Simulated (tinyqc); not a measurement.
Inside a calculation. Method: empirical pseudopotential in a few plane waves. One step of it, computed by the program tinyqc.

Question. Levels at k. Diagonalise the Hermitian matrix.

H(k) at k (eV), lower triangle:
```
           +0+0+0     -1-1-1     -1-1+1     -1+1-1     -1+1+1     +1-1-1     +1-1+1     +1+1-1
+0+0+0   2.086543
-1-1-1   2.472514   7.131417
-1-1+1  -2.472514   0.000000  16.867141
-1+1-1  -2.472514   0.000000   0.013606  14.388957
-1+1+1  -2.472514  -0.013606   0.000000   0.000000  24.124680
+1-1-1  -2.472514   0.000000   0.013606   0.013606   0.000000   6.600378
+1-1+1  -2.472514  -0.013606   0.000000   0.000000   0.013606   0.000000  16.336102
+1+1-1  -2.472514  -0.013606   0.000000   0.000000   0.013606   0.000000   0.013606  13.857917
+1+1+1   2.472514   0.000000  -0.013606  -0.013606   0.000000  -0.013606   0.000000   0.000000
-2+0+0   0.000000  -2.472514  -2.472514  -2.472514   2.472514   0.827378  -0.827378  -0.827378
+0-2+0   0.000000  -2.472514  -2.472514   0.827378  -0.827378  -2.472514   2.472514  -0.827378
+0+0-2   0.000000  -2.472514   0.827378  -2.472514  -0.827378  -2.472514  -0.827378   2.472514
+0+0+2   0.000000  -0.827378   2.472514  -0.827378  -2.472514  -0.827378  -2.472514   0.827378
+0+2+0   0.000000  -0.827378  -0.827378   2.472514  -2.472514  -0.827378   0.827378  -2.472514
+2+0+0   0.000000  -0.827378  -0.827378  -0.827378   0.827378   2.472514  -2.472514  -2.472514

           +1+1+1     -2+0+0     +0-2+0     +0+0-2     +0+0+2     +0+2+0     +2+0+0
+1+1+1  23.593641
-2+0+0  -0.827378  20.318898
+0-2+0  -0.827378   0.013606  12.530319
+0+0-2  -0.827378   0.013606   0.013606  10.052135
+0+0+2  -2.472514  -0.013606  -0.013606   0.000000  29.523582
+0+2+0  -2.472514  -0.013606   0.000000  -0.013606   0.013606  27.045397
+2+0+0  -2.472514   0.000000  -0.013606  -0.013606   0.013606   0.013606  19.256819
```

Give: eigenvalues.

Answer.

eigenvalues (eV): -1.360  3.173  6.684  7.728  12.763  13.705  14.750  15.693  17.456  20.698  21.777  22.084  26.648  29.541  32.375
